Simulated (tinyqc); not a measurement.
From results back to parameters: optical gain and spontaneous emission in a bulk direct-gap semiconductor. Two cases, with inputs chosen for the exercise.

Problem. The gain spectrum crosses zero at E0 = Eg + Fc + Fv; n = p is hidden.

F_j(eta) = (1/Gamma(j + 1)) integral_0^infinity x^j dx/(1 + exp(x - eta)), which tends to exp(eta) for eta << 0.

Quasi-Fermi levels: n = Nc F_1/2(Fc/kT) and p = Nv F_1/2(Fv/kT), Fc counted up from the conduction edge and Fv down from the valence edge; Nc, Nv from N = 2 (m kB T/(4 pi c))^(3/2) with c = hbar^2/2m0, in 1/angstrom^3; times 1e24 for 1/cm^3, with me and (mhh^(3/2) + mlh^(3/2))^(2/3).

Constants: hbar^2/2m0 = 3.80998211 eV angstrom^2; kB = 8.617333262e-05 eV/K.

Find: Fc; Fv; n.

Method. Fc + Fv rises steadily with n, so one n gives E0 - Eg; solve by bisection on ln n.

Case 1.

Values chosen (near those of GaAs; shifted at random, so the results belong to these values and not to a real crystal): Eg = 1.457 eV (direct gap); me = 0.066 m0 (electron mass); mhh = 0.502 m0 (heavy-hole mass); mlh = 0.08 m0 (light-hole mass); T = 300 K.

E0 = 1.56713 eV

Solution.

Fc = 0.130 eV
Fv = -0.020 eV
n = 3.8e+18 1/cm^3

Case 2.

Values chosen (near those of GaN; shifted at random, so the results belong to these values and not to a real crystal): Eg = 3.478 eV (direct gap); me = 0.2035 m0 (electron mass); mhh = 1.41 m0 (heavy-hole mass); mlh = 0.3059 m0 (light-hole mass); T = 350 K.

E0 = 3.61601 eV

Solution.

Fc = 0.156 eV
Fv = -0.018 eV
n = 2.7e+19 1/cm^3

Computed by tinyqc, one run a case: `OMP_NUM_THREADS=1 python tinyqc.py N N+1 out.jsonl` with N = 1652012, 1652078; one thread of a shared Intel(R) Xeon(R) Processor @ 2.30GHz, about 0.09 s a run at most.
